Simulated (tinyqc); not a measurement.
Inside a calculation. Method: Hueckel theory of the pi electrons, for the molecule [CH2]c1ccncc1 (SMILES; centres numbered as the heavy atoms are written). Computed by tinyqc, a small Python program that keeps every step. Settings: charge = 0. Command: `OMP_NUM_THREADS=1 python tinyqc.py 31773 31774 out.jsonl` (the two numbers bound the seeds that draw the settings). One thread of a shared host (Intel(R) Xeon(R) Processor @ 2.60GHz), about 0.01 s of CPU time with the checks.

## The Hueckel matrix

Centres:

| centre | z_r, pi electrons of the neutral centre | h |
|---|---|---|
| 1C | 1 | 0.000000 |
| 2C | 1 | 0.000000 |
| 3C | 1 | 0.000000 |
| 4C | 1 | 0.000000 |
| 5N | 1 | 0.480000 |
| 6C | 1 | 0.000000 |
| 7C | 1 | 0.000000 |

Bonds:

| i | j | k |
|---|---|---|
| 1 | 2 | 1 |
| 2 | 3 | 1 |
| 3 | 4 | 1 |
| 4 | 5 | 1 |
| 5 | 6 | 1 |
| 6 | 7 | 1 |
| 7 | 2 | 1 |

H_rr = alpha + h_r beta, H_rs = k_rs beta for bonded centres.

Hueckel matrix in units of beta (H = alpha + beta A), lower triangle:
```
          1C        2C        3C        4C        5N        6C        7C
1C  0.000000
2C  1.000000  0.000000
3C  0.000000  1.000000  0.000000
4C  0.000000  0.000000  1.000000  0.000000
5N  0.000000  0.000000  0.000000  1.000000  0.480000
6C  0.000000  0.000000  0.000000  0.000000  1.000000  0.000000
7C  0.000000  1.000000  0.000000  0.000000  0.000000  1.000000  0.000000
```

## Orbitals

pi electrons, sum of z_r less the charge = 7

Diagonalise; E = alpha + x beta with beta < 0, so the largest x are filled first; degenerate levels share their electrons. P = sum n_i c_ri c_si; each orbital has its largest coefficient positive (the first on a tie).

x values: 2.173868  1.417078  1.000000  0.067584  -1.000000  -1.119959  -2.058571

occupations: 2.000000  2.000000  2.000000  1.000000  0.000000  0.000000  0.000000

coefficients:
```
         MO1        MO2        MO3        MO4        MO5        MO6        MO7
1C  0.201588  -0.384786   0.000000   0.753466   0.000000  -0.419182  -0.260533
2C  0.438225  -0.545272   0.000000   0.050923   0.000000   0.469467   0.536325
3C  0.375527  -0.193953   0.500000  -0.375012   0.500000  -0.053301  -0.421765
4C  0.378122   0.270425   0.500000  -0.076268  -0.500000  -0.409772   0.331909
5N  0.446460   0.577167   0.000000   0.369858   0.000000   0.512229  -0.261493
6C  0.378122   0.270425  -0.500000  -0.076268   0.500000  -0.409772   0.331909
7C  0.375527  -0.193953  -0.500000  -0.375012  -0.500000  -0.053301  -0.421765
```

charge and bond-order matrix P, lower triangle:
```
           1C         2C         3C         4C         5N        6C        7C
1C   0.945107
2C   0.634677   0.981319
3C   0.018106   0.521549   0.997912
4C  -0.113127   0.032611   0.707692   0.938029
5N   0.014505  -0.219293  -0.027272   0.621586   1.201692
6C  -0.113127   0.032611  -0.292308  -0.061971   0.621586  0.938029
7C   0.018106   0.521549  -0.002088  -0.292308  -0.027272  0.707692  0.997912
```

## Energy, charges, bond orders

E = sum n x; q_r = z_r - P_rr; bond order p = P_rs; free valence = sqrt(3) - sum of p over the bonds of the atom.

pi energy = 7 alpha + this times beta = 9.249475

pi charges: 1C 0.054893, 2C 0.018681, 3C 0.002088, 4C 0.061971, 5N -0.201692, 6C 0.061971, 7C 0.002088

Bond orders and lengths from R = 1.517 - 0.180 p (angstrom, C-C alone):

| bond | p | R |
|---|---|---|
| 1-2 | 0.634677 | 1.402758 |
| 2-3 | 0.521549 | 1.423121 |
| 3-4 | 0.707692 | 1.389615 |
| 4-5 | 0.621586 | - |
| 5-6 | 0.621586 | - |
| 6-7 | 0.707692 | 1.389615 |
| 7-2 | 0.521549 | 1.423121 |

free valence of the carbons: 1C 1.097374, 2C 0.054276, 3C 0.502809, 4C 0.402773, 6C 0.402773, 7C 0.502809

gap between the highest filled and the next level = 1.067584 |beta|
